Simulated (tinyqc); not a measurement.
Stress along the channel: six-band hole subbands of a thin body in a field.

Basis X, Y, Z times spin, hole energies counted downwards from the unstrained edge (the hydrostatic shift is left out), c = hbar^2/2m0. For a symmetric tensor T let C(T) have C_XX = L Txx + M (Tyy + Tzz), C_XY = N Txy (cyclic), L = c (g1 + 4 g2), M = c (g1 - 2 g2), N = 6 c g3. k = q + kz n, n the unit normal, q = k1 u + k2 v with u along the channel [1-10] and v = n x u. H = C(k k^T) + (Dso/3)(1 - L.sigma) - B + e F z with (L_k)_ij = -i epsilon_kij; B is the block C built from the traceless strain with 2b, -b and sqrt(3) d in place of L, M, N. Strain: exx = eyy = (s11 + s12) sx/2, ezz = s12 sx, exy = -s44 sx/4. Hard walls at z = 0 and t; basis sin(j pi z/t), j = 1 to Nz: kz^2 = (j pi/t)^2, kz = -i D with D_jl = 4 j l/(t (j^2 - l^2)), z_jj = t/2 and z_jl = -8 t j l/(pi (j^2 - l^2))^2 for j + l odd; 1 MV/cm = 0.01 eV/angstrom.

Nz = 14. E1 is the top subband at q = 0, gap the distance to the next pair, and the masses are c q^2/(E(q) - E1) at |q| = 0.02 1/angstrom (mean of the spin pair) along the channel [1-10] and across it in the plane; a dash marks a band that does not rise.

Constants: hbar^2/2m0 = 3.80998211 eV angstrom^2.

Inputs chosen for the exercise (near those of a p-type Si channel; not measured data): g1 = 4.29 (Luttinger gamma1); g2 = 0.34 (gamma2); g3 = 1.45 (gamma3); Dso = 0.045 eV (spin-orbit splitting); b = -2.12 eV (tetragonal potential); d = -4.79 eV (trigonal potential); S = (7.58, -2.12, 12.8) 1/TPa (compliances s11, s12, s44); face = 111 (surface); t = 65 angstrom (body thickness); F = 0 MV/cm (field across the body).

Each row has its own sx.

Results:

| sx (GPa) | E1 (meV) | gap (meV) | m channel | m across |
|---|---|---|---|---|
| -3.0 | -85.2 | 37.5 | 0.120 | 1.215 |
| -2.0 | -49.2 | 37.6 | 0.124 | 1.111 |
| -1.0 | -14.1 | 37.7 | 0.133 | 0.852 |
| -0.5 | 1.8 | 36.5 | 0.151 | 0.581 |
| 0.0 | 12.4 | 23.5 | 0.251 | 0.257 |
| 0.5 | 10.5 | 34.5 | 0.438 | 0.157 |
| 1.0 | 2.9 | 38.3 | 0.482 | 0.149 |

Under 2 GPa of compression the channel mass goes from 0.251 to 0.124 m0, the mass across from 0.257 to 1.111; the gap to the next subband is 38, 23 and 38 meV at -2, 0 and +1 GPa. The lightest channel mass of the table, 0.120 m0, is at -3.0 GPa.

Program tinyqc; command `OMP_NUM_THREADS=1 python tinyqc.py 1280512 1280513 out.jsonl`; about 0.3 s on one thread of a shared Intel(R) Xeon(R) Processor @ 2.30GHz.
